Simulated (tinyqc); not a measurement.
Free and trapped electrons in a MOS channel with a dense trap tail: two steps of the calculation.

p-type body, charge-sheet picture, full ionisation (an idealisation for deep acceptors), Boltzmann statistics for free electrons. e = Ec - EF at the surface. Acceptor-like traps of density D(E) = D0 + De exp(-E/Ew) at depth E below Ec, from 0 to Eu, hold n_t = integral of D(E)/(1 + exp((e - E)/Vt)). psi = Eg - Vt ln(Nv/Na) - e; N_dep = sqrt(2 eps0 eps_r Na (psi - Vt)/q); n_f = sqrt(N_dep^2 + 2 eps0 eps_r Vt Nc exp(-e/Vt)/q) - N_dep; Vg = Vfb + psi + q (N_dep + n_t + n_f)/Cox, Cox = eps0 eox/tox.

Inputs (values chosen for the exercise); band and dielectric values close to those of 4H silicon carbide: temperature T = 400 K; band gap Eg = 3.23 eV; relative permittivity eps_r = 9.6; conduction-band density of states at T Nc = 2.6e19 cm^-3; valence-band density of states at T Nv = 3.9e19 cm^-3; relative permittivity of the insulator eox = 3.9; insulator thickness tox = 36 nm; acceptor density Na = 3.5e16 cm^-3; flat-band voltage without trapped charge Vfb = -2.45 V; constant background density of acceptor-like traps D0 = 5.3e10 cm^-2 eV^-1; density of the tail at the conduction edge De = 7.8e12 cm^-2 eV^-1; decay energy of the tail Ew = 0.06 eV; depth below Ec down to which the traps reach Eu = 0.76 eV; mobility of free electrons mf = 200 cm^2/(V s); Ec - EF at the surface e = 0.153 eV.

Constants: q = 1.602176634e-19 C, kB = 1.380649e-23 J/K, Vt = kB T/q, eps0 = 8.8541878128e-14 F/cm where lengths are in cm. Results are converted to the units shown.

Task 1. Trapped charge. Trapezoid rule on 14 equal steps from 0 to Eu, f = 1/(1 + exp((e - E)/Vt)).

Find: E; D(E) f; n_t.

Result 1.

E, point 0 to 14 (eV): [0, 0.054286, 0.10857, 0.16286, 0.21714, 0.27143, 0.32571, 0.38000, 0.43429, 0.48857, 0.54286, 0.59714, 0.65143, 0.70571, 0.76000]
D(E) f, point 0 to 14 (cm^-2 eV^-1): [9.1669e10, 1.7320e11, 2.8735e11, 3.2534e11, 2.2682e11, 1.3332e11, 8.6659e10, 6.6761e10, 5.8589e10, 5.5265e10, 5.3917e10, 5.3371e10, 5.3150e10, 5.3061e10, 5.3025e10]
n_t = 9.2240e10 cm^-2

Task 2. Charges and gate voltage. psi, N_dep, n_f and Vg as defined, with the n_t given; free share n_f/(n_f + n_t); apparent mobility mf n_f/(n_f + n_t); gate voltage spent on traps q n_t/Cox.

n_t = 9.2239948e10 cm^-2

Find: psi; N_dep; n_f; Vg; free share; apparent mobility; gate voltage spent on traps.

Result 2.

psi = 2.8352 V
N_dep = 1.0199e12 cm^-2
n_f = 5.3652e10 cm^-2
Vg = 2.3323 V
free share = 36.775 %
apparent mobility = 73.551 cm^2/(V s)
gate voltage spent on traps = 0.15407 V

Program tinyqc, `OMP_NUM_THREADS=1 python tinyqc.py 2222238 2222239 out.jsonl`; Intel Xeon 2.30GHz, shared host, one thread, about 0.02 s.
